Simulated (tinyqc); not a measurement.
# Peak shift with the field

The DLTS signal is S = C(t2) - C(t1), the change of the capacitance transient between two sampling times. Emission rate en = sn vth(T) Nc(T) exp(-Et/kB T) = sn g T^2 exp(-Et/kB T), g = vth Nc/(300 K)^2, as vth goes as T^0.5 and Nc as T^1.5 (degeneracy factor 1). For an exponential transient S peaks where en = ew = ln(t2/t1)/(t2 - t1). A Coulomb centre of charge +q (when empty) in the field F lowers its barrier by dE = sqrt(q F/(pi eps0 eps_r)) along the field. One-dimensional rate: en exp(b), b = dE/kB T; three-dimensional (Hartke): en {[1 + (b - 1) exp(b)]/b^2 + 1/2}. The peak temperatures solve rate = ew.

Inputs (values chosen for the exercise); material values close to those of indium phosphide: relative permittivity eps_r = 12.5; conduction-band density of states at 300 K Nc = 5.59e17 cm^-3; thermal velocity at 300 K vth = 4.1e7 cm/s; depth of the trap below the conduction edge Et = 0.14 eV; capture cross-section sn = 1.1e-17 cm^2; first sampling time t1 = 5 ms; second sampling time t2 = 12.5 ms.

Constants: q = 1.602176634e-19 C, kB = 1.380649e-23 J/K, eps0 = 8.8541878128e-14 F/cm where lengths are in cm. Results are converted to the units shown.

Result of one run:
```
dE (meV),"T peak, one-dimensional (K)","T peak, three-dimensional (K)"
32.555,100.88,112.31
```

Which field at the trap F gave this result: 4.4, 10, 23, 54 or 120 kV/cm?

F = 23 kV/cm.

The whole series:
```
F (kV/cm),dE (meV),"T peak, one-dimensional (K)","T peak, three-dimensional (K)"
1.9,9.3568,119.40,123.85
4.4,14.239,115.54,121.93
10,21.466,109.78,118.58
23,32.555,100.88,112.31
54,49.882,86.729,100.37
120,74.360,66.144,80.652
```

dE grows as the square root of F, from 9.36 to 74.4 meV. The peak, at 126.8 K without field, moves down by 60.6 K (one-dimensional) or 46.1 K (three-dimensional) in the last row. A centre that is neutral when empty has no such long-range lowering, so the shift tells the charge state.

Computed by the program tinyqc: `OMP_NUM_THREADS=1 python tinyqc.py 2050043 2050044 out.jsonl`, one thread of a shared Intel Xeon 2.30GHz, about 0.01 s for the whole run.
